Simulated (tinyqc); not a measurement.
From results back to parameters: Peierls distortion of a half-filled chain. Four cases, with inputs chosen for the exercise.

Problem. The gap 2D and the difference 4 u0 between long and short bonds are given; al and K are hidden. Equilibrium: 1 = (4 al^2/K) mean(sin^2 x/|E|).

Atoms move by +/- u, so bonds change by -/+ 2u and hoppings are t +/- 2 al u. Bands E = -/+ sqrt((2 t cos x)^2 + D^2 sin^2 x) with D = 4 al u, x = k a in (0, pi/2); the gap is 2D. Energy per atom at zero temperature: E(u) = -mean_x sqrt(...) + 2 K u^2; exactly, the mean is (4t/pi) E(1 - z^2), z = D/2t, E the complete elliptic integral of the second kind with parameter m. Coupling lambda = 2 al^2/(pi t K).

Case 1.

Values chosen: t = 2.56 eV (hopping of the even chain).
gap = 3.60341 eV
4 u0 = 0.450426 angstrom

Case 2.

Values chosen: t = 2.8 eV (hopping of the even chain).
gap = 2.95517 eV
4 u0 = 0.343625 angstrom

Case 3.

Values chosen: t = 2.09 eV (hopping of the even chain).
gap = 3.00183 eV
4 u0 = 0.375229 angstrom

Case 4.

Values chosen: t = 2.98 eV (hopping of the even chain).
gap = 2.59217 eV
4 u0 = 0.294565 angstrom

Find: al; mean(sin^2 x/|E|); K.

Solution. gap = 8 al u0 = 2 al (4 u0) gives al; the mean follows from t and D, equal to (K(m) - E(m))/(pi t m) with m = 1 - z^2; then K = 4 al^2 mean.

Case 1.

al = 4.00 eV/angstrom
mean(sin^2 x/|E|) = 0.1922 1/eV
K = 12.3 eV/angstrom^2

Case 2.

al = 4.30 eV/angstrom
mean(sin^2 x/|E|) = 0.2042 1/eV
K = 15.1 eV/angstrom^2

Case 3.

al = 4.00 eV/angstrom
mean(sin^2 x/|E|) = 0.2328 1/eV
K = 14.9 eV/angstrom^2

Case 4.

al = 4.40 eV/angstrom
mean(sin^2 x/|E|) = 0.2105 1/eV
K = 16.3 eV/angstrom^2

Computed by tinyqc, one run a case: `OMP_NUM_THREADS=1 python tinyqc.py N N+1 out.jsonl` with N = 1682556, 1682585, 1682692, 1682702; one thread of a shared Intel(R) Xeon(R) Processor @ 2.30GHz, about 0.07 s a run at most.
